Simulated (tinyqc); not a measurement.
Two mixing rules: virtual-crystal alloy in the empirical-pseudopotential method.

Empirical pseudopotential on the fcc lattice, atoms at +/- tau, tau = a (1,1,1)/8, no spin-orbit coupling. H(G,G') = c (2 pi/a)^2 |k + G|^2 delta + VS(q) cos(q.tau) + i VA(q) sin(q.tau), q = G - G', c = hbar^2/2m0; k and G in units of 2 pi/a; VS at |q|^2 = 3, 8, 11 and VA at 3, 4, 11, in rydberg, zero elsewhere. At each k the basis holds all G with |k + G|^2 up to 16; energies are counted from the fourth level at Gamma.

Virtual crystal A(1-x)B(x): a = (1 - x) a_A + x a_B. Rule linear: V = (1 - x) V_A + x V_B. Rule volume: V = [(1 - x) a_A^3 V_A + x a_B^3 V_B]/a^3, since a form factor is an atomic potential divided by the cell volume.

Constants: hbar^2/2m0 = 3.80998211 eV angstrom^2; Ry = 13.60569312 eV.

Inputs chosen for the exercise (classic local form factors of the size used for Si (A) and Ge (B), which place X and L only to a few tenths of an eV; the results hold for these values, not for the real material): a = (5.42, 5.656) angstrom (lattice constants of A, B); VSA = (-0.211, 0.04, 0.079) Ry (symmetric form factors of A); VAA = (0, 0, 0) Ry (antisymmetric form factors of A); VSB = (-0.233, 0.01, 0.061) Ry (symmetric form factors of B); VAB = (0, 0, 0) Ry (antisymmetric form factors of B).

Gaps from the valence top to the fifth band at Gamma, at L = (1/2,1/2,1/2) and at the lowest of k = (f,0,0), f = 0.70, 0.75, ..., 1.00. Both rules agree at the ends.

Gaps (eV):

| x | Gamma, linear | Delta/X, linear | L, linear | Gamma, volume | Delta/X, volume | L, volume |
|---|---|---|---|---|---|---|
| 0.25 | 3.256 | 0.832 | 1.607 | 3.196 | 0.835 | 1.586 |
| 0.50 | 2.614 | 0.922 | 1.412 | 2.533 | 0.926 | 1.383 |
| 0.75 | 1.952 | 1.007 | 1.208 | 1.891 | 1.010 | 1.186 |

What can be read from this table?

At x = 0.5 the volume rule moves Gamma by -81 meV, Delta/X by +4 meV and L by -29 meV, that is the bowing by -4 times these; the lattice constants differ by 4.4 %, and the rules would coincide for equal ones.

tinyqc: `OMP_NUM_THREADS=1 python tinyqc.py 1050255 1050256 out.jsonl`; about 0.2 s, one thread, shared Intel(R) Xeon(R) Processor @ 2.30GHz.
